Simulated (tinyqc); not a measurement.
Raman shift of the zone-centre optical phonon of a diamond-structure crystal under stress: one step, computed by the program tinyqc. Command: `OMP_NUM_THREADS=1 python tinyqc.py 3019084 3019085 out.jsonl ramanstress walk`. One thread of a shared host (Intel(R) Xeon(R) Processor @ 2.30GHz), about 0.01 s of CPU time with the checks.

Axes x, y, z are the cube axes. Strain shifts the threefold optical mode and can split it; p, q and r are the phonon deformation potentials.

Problem. Stress and strain tensors. Equal biaxial stress in the plane normal to the axis (unit vector n): sigma_ij = sigma (delta_ij - n_i n_j). eps_xx = S11 sigma_xx + S12 (sigma_yy + sigma_zz), and cyclic; eps_xy = S44 sigma_xy/2 (tensor strain).

Inputs (values chosen for the exercise, modelled on diamond): stress sigma (tension positive) = 0.6 GPa.

Stress state: biaxial. Axis: [111].

S44 = 1.751007 1/TPa

S11 = 0.9600921 1/TPa

S12 = -0.1010285 1/TPa

Give: stress; strain; volume strain.

Solution.

stress (GPa):
```
      x     y     z
x   0.4  -0.2  -0.2
y  -0.2   0.4  -0.2
z  -0.2  -0.2   0.4
```

strain (per mille):
```
         x        y        z
x   0.3032  -0.1751  -0.1751
y  -0.1751   0.3032  -0.1751
z  -0.1751  -0.1751   0.3032
```

volume strain = 0.9096 per mille
